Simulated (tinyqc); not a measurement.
What each parameter does: alloy A(1-x)B(x) by interpolation with bowing.

Each gap follows E(x) = (1 - x) E_A + x E_B - C x (1 - x); the lattice constant follows Vegard, a(x) = (1 - x) a_A + x a_B.

Mass at Gamma from the Kane formula 1/m = F + Ep (Eg + 2 Dso/3)/(Eg (Eg + Dso)). F is fixed by the masses of A and B and interpolated linearly, as is Ep; Eg and Dso carry their bowing.

Inputs chosen for the exercise (A near InP, B near GaP; shifted at random, so the results belong to these values and not to a real crystal):
- Eg = (1.434, 2.916) eV (gap at Gamma to the s-like level of A, B)
- EgX = (2.408, 2.37) eV (gap to the lowest valley along Gamma-X of A, B)
- EgL = (2.002, 2.742) eV (gap to L of A, B)
- C = (0.645, 0.206, 0.968) eV (bowing of the Gamma, X and L gaps)
- x = 0.35 (fraction of B)
- Dso = (0.108, 0.08) eV (spin-orbit splitting of A, B)
- Ep = (20.9, 31.3) eV (Kane energy of A, B)
- me = (0.0804, 0.1283) m0 (electron mass at Gamma of A, B)
- Cs = 0 eV (bowing of Dso)

Gaps at x and the Kane mass.

Results for these values:
```
case,Gamma (eV),X (eV),L (eV),mass (m0)
base,1.8060,2.3478,2.0408,0.0894
```

What happens to each result for x = 0.31, all else kept?

Answer: Gamma falls from 1.8060 to 1.7555; X rises from 2.3478 to 2.3522; L falls from 2.0408 to 2.0243; mass falls from 0.0894 to 0.0879.

The same for each parameter in turn:
```
case,Gamma (eV),X (eV),L (eV),mass (m0)
base,1.8060,2.3478,2.0408,0.0894
x = 0.31,1.7555,2.3522,2.0243,0.0879
"C = (0.745, 0.306, 1.068) eV",1.7832,2.3251,2.0180,0.0880
"Eg = (1.506, 2.916) eV",1.8528,2.3478,2.0408,0.0886
"EgX = (2.408, 2.252) eV",1.8060,2.3065,2.0408,0.0894
"EgL = (1.902, 2.742) eV",1.8060,2.3478,1.9758,0.0894
"Ep = (23, 34.4) eV",1.8060,2.3478,2.0408,0.0891
Cs = 0.05 eV,1.8060,2.3478,2.0408,0.0891
```

tinyqc: `OMP_NUM_THREADS=1 python tinyqc.py 1081511 1081512 out.jsonl`; about 0.01 s, one thread, shared Intel(R) Xeon(R) Processor @ 2.30GHz.
